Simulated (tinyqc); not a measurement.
Worked calculation: coupled-perturbed Hartree-Fock on RHF in the sto-3g basis, for H4, spin multiplicity 1. One step of it, computed by the program tinyqc.

Task: Response to a field: uncoupled start. Field along z; U_ai = -mu_ai / (e_a - e_i), alpha = -4 sum U_ai mu_ai.

orbital energies (hartree): MO1 -0.574726, MO2 -0.458320, MO3 0.391111, MO4 0.718453

dipole integrals <a|z|i> (bohr):
```
          i1         i2
a3  0.000000  -1.482380
a4  0.532062   0.000000
```

Give: uncoupled U; uncoupled polarisability.

Result:

uncoupled U:
```
        i1     i2
a3   0.000  1.745
a4  -0.411  0.000
```

uncoupled polarisability = 11.224 bohr^3
